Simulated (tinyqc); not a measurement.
Worked calculation: Landau-Devonshire theory of a uniaxial ferroelectric. Computed by tinyqc, a small Python program that keeps every step. Command: `OMP_NUM_THREADS=1 python tinyqc.py 3003187 3003188 out.jsonl ferro walk`. One thread of a shared host (Intel(R) Xeon(R) Processor @ 2.30GHz), about 0.01 s of CPU time with the checks. Intermediate numbers are printed to about 5 digits and carried at full precision; extremes and crossings named in words are read from the listed rows.

G(P) = (alpha/2) P^2 + (beta*/4) P^4 + (gamma/6) P^6 - E P per volume, SI units, one domain, P along the polar axis, which is normal to the film.

Inputs (values chosen for the exercise, for a model ferroelectric):
```
quantity                           value             unit
alpha_0                           287000      J m/(C^2 K)
Curie-Weiss temperature T0           460                K
beta                           -2.21e+09        J m^5/C^4
gamma                           4.99e+09        J m^9/C^6
temperature T                        425                K
misfit strain u_m                 -0.013                -
electrostriction Q12               -0.03          m^4/C^2
compliance s11 + s12             3.2e-12            m^2/N
applied field E                       25             MV/m
film thickness d                      13               nm
screening length lambda           0.0099               nm
background permittivity eps_b         10                -
gradient coefficient g           7.6e-11        J m^3/C^2
series capacitance C_d               5.1  microfarad/cm^2
start of Newton steps P0/Ps            2                -
```

Sample: epitaxial film.

Constants: eps_0 = 8.8541878128e-12 F/m.

## Coefficients at T

alpha = alpha_0 (T - T0*), with clamping: T0* = T0 + 4 Q12 u_m/(alpha_0 (s11 + s12)), beta* = beta + 4 Q12^2/(s11 + s12).

T0* = 2158.6 K

alpha = -4.9754e+08 J m/C^2

beta* = -1.0850e+09 J m^5/C^4

Compression raises T0 by 1699 K. beta* < 0: the transition is of first order. Caution: a shift of T0 this large is beyond the range where constant coefficients hold.

## Spontaneous polarisation, susceptibility, coercive field

Ps^2 = [-beta* + sqrt(beta*^2 - 4 alpha gamma)]/(2 gamma). chi = 1/(eps_0 G''), G'' = alpha + 3 beta* P^2 + 5 gamma P^4 at Ps. Ps, chi and the coercive field are for perfect screening, without a depolarising field. The intrinsic coercive field is |alpha P + beta* P^3 + gamma P^5| at the P_c where G'' = 0. 1 C/m^2 = 100 microcoulomb/cm^2.

spontaneous polarisation Ps = 66.534 microcoulomb/cm^2

susceptibility chi = 38.275

well depth G(Ps) = -91.135 MJ/m^3

P_c = 46.988 microcoulomb/cm^2

intrinsic coercive field = 232.05 MV/m

P_c/Ps = 0.706, above the 0.577 of a quartic well, as the sixth-order term matters. Real switching runs by domain nucleation at far lower fields. Caution: far below T0* the expansion with linear alpha(T) is only a fit.

## Temperatures of the first-order transition

T_C = T0* + 3 beta*^2/(16 alpha_0 gamma); the polar phase survives up to T1 = T0* + beta*^2/(4 alpha_0 gamma); at T_C Ps^2 = -3 beta*/(4 gamma); latent heat = (1/2) alpha_0 T_C Ps^2.

transition temperature T_C = 2312.7 K

superheating limit T1 = 2364.1 K

jump of Ps = 40.383 microcoulomb/cm^2

latent heat = 54.121 MJ/m^3

Thermal hysteresis can span at most T1 - T0* = 205.5 K.

## Polarisation in the field by Newton steps

Solve G'(P) = alpha P + beta* P^3 + gamma P^5 - E = 0 by P(new) = P - G'/G'' from P0; stop when the step is below 1e-11 C/m^2 (G' under 1e-6 MV/m is shown as 0).

Newton steps:
```
step  P (microcoulomb/cm^2)   G' (MV/m)  G'' (MJ m/C^2)
1                    133.07  1.7576e+04           71967
2                    108.65  5.5968e+03           30424
3                     90.25  1.7160e+03           13403
4                     77.45  4.7597e+02            6526
5                     70.15  9.9238e+01            3944
6                     67.64  9.0966e+00            3235
7                     67.36  1.0420e-01            3161
8                     67.35  1.4185e-05            3160
9                     67.35           0            3160
```

P at the end of the steps = 67.352 microcoulomb/cm^2

1/(eps_0 G'') there = 35.739

The linear estimate Ps + eps_0 chi E gives 67.381; the field lowers chi by 6.6 %.

## The 180-degree wall

With the term (g/2) (dP/dx)^2, (g/2) P'^2 = G(P) - G(Ps) across the wall: energy = int_(-Ps)^(Ps) sqrt(2 g [G(P) - G(Ps)]) dP (40 Gauss-Legendre points); width = 2 Ps over the slope at P = 0, sqrt(2 |G(Ps)|/g). Elastic coupling inside the wall is left out.

wall energy = 112.09 mJ/m^2

wall width = 0.85925 nm

## A capacitor with imperfect screening

Between shorted electrodes with screening length lambda each, the depolarising field is -k P, k = 2 lambda/(eps_0 (d + 2 lambda eps_b)), so alpha turns into alpha + k. The polar state is the lowest uniform state while alpha + k < 0 (beta* > 0) or < 3 beta*^2/(16 gamma) (beta* < 0); setting the equality gives the critical thickness d_c.

depolarising coefficient k = 1.6944e+08 J m/C^2

polarisation of the film = 62.228 microcoulomb/cm^2

size of the depolarising field = 105.44 MV/m

critical thickness d_c = 3.9296 nm

The film keeps 94 % of Ps.

## Thickness series

Domains are left out, though they can pre-empt both the loss of P and the state at P = 0. The second and third columns are for the shorted capacitor, polar only where it is the lowest uniform state: alpha + k < 0 (beta* > 0) or < 3 beta*^2/(16 gamma) (beta* < 0). The last column is another circuit, the film in series with C_d at P = 0: 1/C = (alpha d)/(1 + alpha eps_0 eps_b) + 1/C_d, and P = 0 is locally stable while 1/C > 0; a dash marks the rest.

Against thickness:
```
d (nm)  P (microcoulomb/cm^2)  depolarising field (MV/m)  C of the stack / C_d
1                       0.000                       0.00                1.0273
2                       0.000                       0.00                1.0561
3                       0.000                       0.00                1.0865
5                      51.751                     222.64                1.1530
8                      58.922                     160.73                1.2696
15                     62.861                      92.49                1.6616
30                     64.781                      47.97                4.9098
60                     65.676                      24.40                     -
150                    66.195                       9.86                     -
```

The polar state appears between 3 and 5 nm (d_c = 3.93 nm), and at 150 nm P is 99.5 % of Ps. The stack exceeds C_d wherever it is stable, up to 4.91 times: the ferroelectric held at P = 0 acts as a negative capacitance.

Checks made by the program: Ps against a numerical root of G'(P)/P (relative difference below 1e-10).
